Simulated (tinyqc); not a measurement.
Length of a molecular wire: coherent transport through a tight-binding bridge. Computed by the program tinyqc. T = Gamma_L Gamma_R |G_1n|^2 with the self-energies of semi-infinite chains.

A uniform bridge between two chains:
```
parameter,value
site energy (eV),0.300000
hopping in the bridge (eV),1.010000
lead hopping (eV),2.800000
couplings (eV),"1.15, 0.58"
E (eV),-0.250000
```

Transmission against length:
```
sites,T,ln T
2,3.1887e-01,-1.143
3,2.1057e-01,-1.558
4,6.1660e-01,-0.484
6,4.6811e-01,-0.759
7,2.5822e-01,-1.354
8,2.4305e-01,-1.415
9,5.0861e-01,-0.676
10,1.8574e-01,-1.683
```

Estimate the missing row, sites = 5.

Computed row:
```
sites           T    ln T
5      1.8741e-01  -1.674
```

E lies inside the band of the bridge (|E - e|/2h = 0.272 < 1): T does not decay but oscillates with length, between 0.186 and 0.617 here, as levels of the bridge pass E.
